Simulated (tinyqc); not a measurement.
Inside a calculation: Wannier functions of a composite (isolated) pair of valence bands (bonds of an sp chain). Values are carried at full precision from step to step, so a last printed digit may differ when a step is redone from the rounded ones.

Each atom has a hybrid pointing left (<) and right (>). H(k): diagonal +V3 on A, -V3 on B; <A<|A>> = -V1a, <B<|B>> = -V1b, <A>|B<> = -V2, <B>|A<> = -V2p exp(ik); k in 1/a, Bloch sums with exp(ikR). The two lowest bands are filled. Trial functions in cell 0: g1 = cos(c) A> + sin(c) B<, and g2 = sin(c) B> + cos(c) A< of cell 1, whose Bloch vector has cos(c) exp(-ik) on A<. Projection A_mn = <psi_m|g_n>, S = A^+ A, Loewdin U = A S^(-1/2), Bloch-like states w_n = sum_m psi_m U_mn, H_W(k) = U^+ diag(E) U. P = sum_m |psi_m><psi_m| is free of phase choices, and S = g^+ P g, w = P g S^(-1/2).

Parameters, chosen for this exercise: V2 = 4.55 eV (coupling in the bond A-B inside the cell); V2p = 4.14 eV (coupling in the bond to the next cell); V1a = 0.93 eV (coupling of the two hybrids on A); V1b = 1.15 eV (the same on B); V3 = 0 eV (A at +V3, B at -V3); j = 4 (mesh point, k = 2 pi j/N); N = 5 (k points); c = 65 degrees (trial bonds cos(c) on A, sin(c) on B); xb = 0.5 a (position of B (A at 0)).

## H at one mesh point

Fill in the matrix.

H(k) (eV), lower triangle (Hermitian):
```
                 A<       A>       B<  B>
A<                0
A>          -0.9300        0
B<                0  -4.5500        0
B>  -1.2793+3.9374i        0  -1.1500   0
```

## Levels and the projector on the filled bands

Diagonalise; P = sum over the two lowest states of |psi><psi|.

levels (eV): -5.2506  -3.5300  3.5300  5.2506

P, lower triangle (Hermitian):
```
                A<              A>              B<      B>
A<          0.5000
A>  0.0362+0.0633i          0.5000
B<               0  0.4945+0.0129i          0.5000
B>  0.1393-0.4746i               0  0.0519+0.0512i  0.5000
```

The filled states put 2.000 electrons on A and 2.000 on B at this k.

## Loewdin orthogonalisation

The trial vectors are the columns g1 = (0, cos c, sin c, 0), g2 = (cos c exp(-ik), 0, 0, sin c), k = 2 pi j/N. Form S = g^+ P g, its eigenvalues, S^(-1/2), and w = P g S^(-1/2).

S:
```
                1               2
1          0.8788  0.0339-0.0324i
2  0.0339+0.0324i          0.8788
```

eigenvalues of S: 0.8319  0.9257

S^(-1/2):
```
                 1                2
1           1.0679  -0.0206+0.0197i
2  -0.0206-0.0197i           1.0679
```

w:
```
                 1                2
A<  0.0248-0.0453i   0.2047+0.6748i
A>  0.7051-0.0126i  -0.0355+0.0376i
B<  0.7052+0.0059i   0.0365-0.0366i
B>  0.0365+0.0366i   0.7052-0.0064i
```

The combinations of the trial bonds that diagonalise S lie 83.2 to 92.6 % inside the filled space; an eigenvalue near zero would mark a poor choice.

## The Hamiltonian in the new basis

H_W = w^+ H w; its eigenvalues must be the two filled levels.

H_W(k) (eV):
```
               1              2
1         -4.595  -0.708-0.443i
2  -0.708+0.443i         -4.185
```

eigenvalues (eV): -5.251  -3.530

## Hoppings between the Wannier functions

H_mn(R) = (1/N) sum_k exp(-ikR) H_W,mn(k), the coupling of function m in cell 0 to function n in cell R.

H(R) (eV):

| R | 11 | 12 | 21 | 22 |
|---|---|---|---|---|
| -2 | 0.0006 | -0.0057 | -0.0002 | 0.0005 |
| -1 | 0.0303 | -0.4638 | -0.0010 | 0.0303 |
| 0 | -4.6131 | -0.5693 | -0.5693 | -4.2031 |
| 1 | 0.0303 | -0.0010 | -0.4638 | 0.0303 |
| 2 | 0.0006 | -0.0002 | -0.0057 | 0.0005 |

The bond levels are -4.613 and -4.203 eV, against -sqrt(V2^2 + V3^2) = -4.550 and -4.140 for isolated bonds. Neighbouring bonds couple by -0.569 eV through B; the bond-orbital estimate is -V1b (1 + ap)/2 = -0.575 with the mean V2 in ap = V3/sqrt(V2^2 + V3^2).

## The functions in real space

w_n(R) = (1/N) sum_k exp(ikR) w_n(k); point-like hybrids at R (A) and R + xb (B) give centres and spreads.

Function 1:

| R | A< | A> | B< | B> |
|---|---|---|---|---|
| -2 | 0.0000 | 0.0003 | 0.0000 | -0.0011 |
| -1 | 0.0006 | 0.0077 | -0.0018 | -0.0374 |
| 0 | 0.0381 | 0.7045 | 0.7045 | 0.0470 |
| 1 | -0.0464 | -0.0053 | 0.0042 | 0.0005 |
| 2 | -0.0011 | -0.0001 | 0.0001 | 0.0000 |

centres (a): 1 0.2507, 2 0.7493

spreads (a^2): 1 0.0644, 2 0.0644

Function 1 has 99.3 % of its weight on the two hybrids of its bond. Its centre lies +0.0007 a from the middle of the bond.

## Checks

- Eigenvalues of H_W against the filled levels: they agree to 1e-10 or better.
- W^+ w against the unit matrix: they agree to 1e-10 or better.

Computed by tinyqc, a small Python program: `OMP_NUM_THREADS=1 python tinyqc.py 1481452 1481453 out.jsonl` (the numbers bound the seed that draws the inputs); one thread of a shared host (Intel(R) Xeon(R) Processor @ 2.30GHz), about 0.2 s for the whole set of steps.
